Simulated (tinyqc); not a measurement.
Bias-temperature instability from a Gaussian distribution of capture and emission barriers: one step, computed by the program tinyqc.

Each trap has a capture time tau_0 exp(E_c/(k_B T)) under stress and an emission time tau_0 exp(E_e/(k_B T)) after it. E_c is Gaussian, and E_e = E_c + d with d Gaussian and independent. A trap counts as filled once t_s exceeds its capture time and as emptied once t_r exceeds its emission time.

Question. Stress. Demarcation energies E_s = k_B T ln(t_s/tau_0), E_r = k_B T ln(t_r/tau_0); mean barrier mu = mu_c - k_F F; z = (E_s - mu)/sigma_c; Phi is the standard normal distribution. Temperatures in kelvin are T(C) + 273.15. Shift without recovery dV0 = V_max Phi(z); local time exponent n = d ln dV0/d ln t_s = (k_B T/sigma_c) exp(-z^2/2)/(sqrt(2 pi) Phi(z)); apparent activation energy n E_s.

Inputs (values chosen for the exercise, for a model p-channel transistor): shift with all traps filled V_max = 330 mV; mean capture barrier at zero field mu_c = 1.86 eV; spread of capture barriers sigma_c = 0.34 eV; lowering of mu_c per field k_F = 0.062 eV/(MV/cm); oxide field F = 5 MV/cm; time constant tau_0 = 7e-09 s; temperature T = 150 C; stress time t_s = 20000 s.

Constants: k_B = 8.617333262e-05 eV/K.

Give: E_s; mean barrier mu; z; shift without recovery dV0; time exponent n; apparent activation energy.

Answer.

E_s = 1.046 eV

mean barrier mu = 1.55 eV

z = -1.483

shift without recovery dV0 = 22.79 mV

time exponent n = 0.2064

apparent activation energy = 0.2158 eV

The stress has filled 6.9 % of the traps. The apparent energy 0.216 eV is only the share n of the barriers near 1.05 eV that are being crossed.
